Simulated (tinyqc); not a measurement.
# Channel resistance from two points of the on-state curve

Inverse problem. In the p-i-n model Von = V1 + 2 Vt ln(J/(1 A/cm^2)) + J Rch, with V1 independent of J. Find Rch and V1.

Parameters, values chosen for the exercise: temperature T = 350 K.

Constants: q = 1.602176634e-19 C, kB = 1.380649e-23 J/K, Vt = kB T/q. Results are converted to the units shown.

Von at J = 150 and 450 A/cm^2 (V): [1.3361803, 2.3624501]

Solution. Remove the logarithmic junction term; the rest is linear in J.

Rch = 3.20 mohm cm^2
V1 = 0.554 V

Numbers from tinyqc (`OMP_NUM_THREADS=1 python tinyqc.py 2590111 2590112 out.jsonl`; about 0.01 s on one thread of a shared Intel Xeon 2.30GHz).
